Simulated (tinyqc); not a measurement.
Which input was changed? Model: deep-level transient spectroscopy (DLTS) of one majority-carrier trap. Computed by tinyqc, a small Python program. Command: `OMP_NUM_THREADS=1 python tinyqc.py 3012470 3012471 out.jsonl dlts which`. One thread of a shared host (Intel(R) Xeon(R) Processor @ 2.30GHz), about 0.7 s of CPU time with the checks.

A filling pulse loads the traps in a one-sided junction; under reverse bias they empty at the rate e, and the capacitance relaxes as C(t) = C_0 - dC exp(-e t). The signal is S = [C(t_2) - C(t_1)]/dC.

Inputs (values chosen for the exercise, for a model semiconductor):
```
quantity                    value  unit
density-of-states mass m   0.0959   m_0
valleys M                       1     -
trap depth E_t              0.546    eV
cross-section sigma_0     6.9e-17  cm^2
degeneracy ratio g              2     -
gate time t_1               0.001     s
ratio t_2/t_1                   4     -
temperature T                 262     K
dielectric constant eps      12.5     -
mean field F                76000  V/cm
```

Carriers: electrons. Extra term: Poole-Frenkel lowering.

Constants: k_B = 8.617333262e-05 eV/K; k_B = 1.380649e-23 J/K; m_0 = 9.1093837015e-31 kg; h = 6.62607015e-34 J s; e = 1.602176634e-19 C; eps_0 = 8.8541878128e-12 F/m.

Method:
- e = g sigma v N_b exp(-E/k_B T), v = sqrt(3 k_B T/m), N_b = 2 M (2 pi m k_B T/h^2)^(3/2), sigma = sigma_0, E = E_t - dE with the one-dimensional Poole-Frenkel lowering dE = sqrt(e^3 F/(pi eps eps_0)), F being held as an input apart from the bias (the centre is charged when empty).
- S(e) = exp(-e t_1) - exp(-e t_2) peaks at the rate window e_0 = ln(t_2/t_1)/(t_2 - t_1).
- T_p solves e(T) = e_0 (bisection between 15 and 1500 K); the half-height points solve S = S_max/2 on either side.
- t_1 is scaled by 0.1, 0.3, 1, 3, 10 and 30 at fixed t_2/t_1; each T_p by bisection.
- Least squares of ln(e_0/T_p^2) on 1/(k_B T_p): slope -E_a, intercept ln(gamma sigma_a) with gamma = v N_b/T^2 = sqrt(3 k_B/m) 2 M (2 pi m k_B/h^2)^(3/2). For comparison, the slope of ln e_0 alone.

Problem. One of these inputs alone was changed, within the range given: cross-section sigma_0 (3.45e-17 to 1.38e-16); gate time t_1 (0.0005 to 0.002); ratio t_2/t_1 (2 to 8); mean field F (3.8e+04 to 1.52e+05). Which one, and to what value?

Results:
```
run     emission rate e (1/s)  full width (K)  apparent depth E_a (eV)
before               1.278302        49.75409                0.4868224
after                1.068957        50.68404                0.4868224
```

Solution.

Each candidate set to reproduce emission rate e, and what it then gives:
```
candidate                           range searched  value needed  full width (K)  apparent depth E_a (eV)
cross-section sigma_0 (cm^2)  3.45e-17 to 1.38e-16     5.770e-17          50.684                  0.48682
gate time t_1 (s)                  0.0005 to 0.002     no effect               -                        -
ratio t_2/t_1                               2 to 8     no effect               -                        -
mean field F (V/cm)            3.8e+04 to 1.52e+05         65980          50.081                  0.49086
```

Only cross-section sigma_0 fits every result: it went from 6.9e-17 to 5.77e-17 cm^2. The next best candidate, mean field F, misses one result by 1.2 %.
